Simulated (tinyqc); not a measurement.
From results to parameters: Hueckel model of a polar double bond. Computed by the program tinyqc.

Problem. A C=X pi bond in Hueckel theory has H_XX = alpha + h beta, H_CC = alpha and H_CX = k beta, with two electrons. Find h, k, the charge on carbon and the bond order.

x values of the two levels (E = alpha + x beta): 2.248624  -0.728624

Solution. The sum of the x values is h and their product is -k^2; the charge on carbon is h/sqrt(h^2 + 4k^2) and the bond order 2k/sqrt(h^2 + 4k^2).

h, k: 1.520  1.280
charge on carbon, bond order: 0.511  0.860
